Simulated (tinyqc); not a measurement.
Size effects in the resistivity of thin metal films and interconnect lines: one step, computed by the program tinyqc.

Electrons lose their drift at surfaces (a share 1 - p of the hits) and at grain boundaries (reflection R), besides bulk scattering. The line sits in a trench with a non-conducting liner on both walls and the bottom; the spacing equals the drawn width.

Question. Grain boundaries. Mayadas-Shatzkes: alpha = (lambda/D) R/(1 - R); rho_b/rho = 1 - 3 alpha/2 + 3 alpha^2 - 3 alpha^3 ln(1 + 1/alpha).

Inputs (values chosen for the exercise, modelled on silver): bulk mean free path lambda = 53.3 nm; grain-boundary reflection R = 0.14.

Geometry: line.

grain size D = 15.038 nm

Give: alpha; rho/rho_b from grains.

Answer.

alpha = 0.5770

rho/rho_b from grains = 1.806

The linear estimate 1 + 3 alpha/2 gives 1.865, 3 % high; at large alpha the slope is 4/3.
